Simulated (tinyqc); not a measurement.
Thin (001) film in sp3s* tight binding with raised dangling bonds, step by step. Values are carried at full precision from step to step, so a last printed digit may differ when a step is redone from the rounded ones.

sp3s* tight binding, nearest neighbours only: anion (a) at 0, cation (c) at a/4 (1,1,1), orbitals s, px, py, pz, s* on each; k in units of 2 pi/a. With phases e_j = exp(i (pi/2) k.n_j) for n = (1,1,1), (1,-1,-1), (-1,1,-1), (-1,-1,1): g0 = (e1+e2+e3+e4)/4, g1 = (e1+e2-e3-e4)/4, g2 = (e1-e2+e3-e4)/4, g3 = (e1-e2-e3+e4)/4. The diagonal holds the levels Esa, Epa, Exa (s*) and Esc, Epc, Exc. Anion-cation block: <sa|sc> = Vss g0; <sa|xc> = Vsapc g1; <xa|sc> = -Vscpa g1; <xa|xc> = Vxx g0; <xa|yc> = <ya|xc> = Vxy g3, <xa|zc> = <za|xc> = Vxy g2, <ya|zc> = <za|yc> = Vxy g1; <s*a|xc> = Vxapc g1; <xa|s*c> = -Vpaxc g1; y and z take g2 and g3 in place of g1; s-s* and s*-s* vanish.

Parameters, chosen for this exercise (out of a larger set: near a published set for InAs, fitted to gaps, whose masses and valley positions are rough; not measured data):
- p = (-9.558, 0.905, -2.713, 3.725, 7.364, 6.718, -5.59, 1.832, 4.489, 3.057, 5.477, 3.365, 3.914) eV (order Esa, Epa, Esc, Epc, Exa, Exc, Vss, Vxx, Vxy, Vsapc, Vscpa, Vxapc, Vpaxc)
- N = 5 (atomic planes in the small film)
- dl = 5 eV (shift of the dangling hybrids)

## Bulk edges along [001]

Gap at Gamma and minimum on (0,0,kz), kz from 0.5 to 1, from the bulk Ev. States at zero in-plane momentum come from this line alone.

edges (eV): Gamma 0.4158, Delta 2.2816

kz of the minimum = 1.0000 2 pi/a

## The two blocks of the small film

Planes alternate anion (a), cation (c) along [001], a/4 apart, starting with an anion; zero in-plane momentum; levels counted from the bulk Ev, the lower root of [[Epa, Vxx], [Vxx, Epc]]; no spin-orbit coupling. Block of s, pz, s*: from an anion to the cation above, Vss/2 (s,s), Vsapc/2 (s,z), -Vscpa/2 (z,s), Vxx/2 (z,z), Vxapc/2 (s*,z), -Vpaxc/2 (z,s*); to the cation below the same with the s-z and s*-z signs reversed. Block of u = (px + py)/sqrt2 and v = (px - py)/sqrt2: to the cation above (Vxx + Vxy)/2 for u and (Vxx - Vxy)/2 for v, to the cation below the reverse. Each surface atom has two dangling sp3 hybrids; raising both by dl adds (dl/2) [[1, t], [t, 1]] to its s, pz levels (t = -1 at the bottom face, +1 at the top) and dl to the one of u, v in whose plane the missing bonds lie (v for a bottom anion or a top cation, u for a top anion).

Fill them in.

s, pz, s* block (eV), lower triangle:
```
        sa1     za1    *a1     sc2     zc2    *c2     sa3     za3    *a3     sc4     zc4    *c4
sa1  -7.061
za1  -2.500   3.402
*a1       0       0  7.361
sc2  -2.795  -2.739      0  -2.716
zc2   1.528   0.916  1.683       0   3.722
*c2       0  -1.957      0       0       0  6.715
sa3       0       0      0  -2.795  -1.528      0  -9.561
za3       0       0      0   2.739   0.916  1.957       0   0.902
*a3       0       0      0       0  -1.683      0       0       0  7.361
sc4       0       0      0       0       0      0  -2.795  -2.739      0  -2.716
zc4       0       0      0       0       0      0   1.528   0.916  1.683       0   3.722
*c4       0       0      0       0       0      0       0  -1.957      0       0       0  6.715
sa5       0       0      0       0       0      0       0       0      0  -2.795  -1.528      0
za5       0       0      0       0       0      0       0       0      0   2.739   0.916  1.957
*a5       0       0      0       0       0      0       0       0      0       0  -1.683      0

        sa5    za5    *a5
sa5  -7.061
za5   2.500  3.402
*a5       0      0  7.361
```

u, v block (eV), lower triangle:
```
       ua1     va1     uc2    vc2    ua3     va3     uc4    vc4    ua5    va5
ua1  0.902
va1      0   5.902
uc2  3.160       0   3.722
vc2      0  -1.329       0  3.722
ua3      0       0  -1.329      0  0.902
va3      0       0       0  3.160      0   0.902
uc4      0       0       0      0  3.160       0   3.722
vc4      0       0       0      0      0  -1.329       0  3.722
ua5      0       0       0      0      0       0  -1.329      0  5.902
va5      0       0       0      0      0       0       0  3.160      0  0.902
```

## Levels of the small film

Diagonalise both blocks.

levels of the s, pz, s* block (eV): -12.066  -9.899  -8.805  -4.247  -0.496  1.981  2.544  3.162  3.755  4.252  7.361  7.822  8.086  8.988  9.108

levels of the u, v block (eV): -1.861  -1.861  -0.658  -0.658  4.568  4.568  5.994  5.994  7.106  7.106

No level lies between 0 and the bulk edge 0.416 eV; confinement has widened the gap at zero in-plane momentum to 2.477 eV.

## Checks

- Lowest conduction level of 201 planes, with the dangling hybrids shifted far away, against the bulk edge: 0.4234 against 0.4158.

Program tinyqc; command `OMP_NUM_THREADS=1 python tinyqc.py 1481146 1481147 out.jsonl`; about 0.3 s on one thread of a shared Intel(R) Xeon(R) Processor @ 2.30GHz.
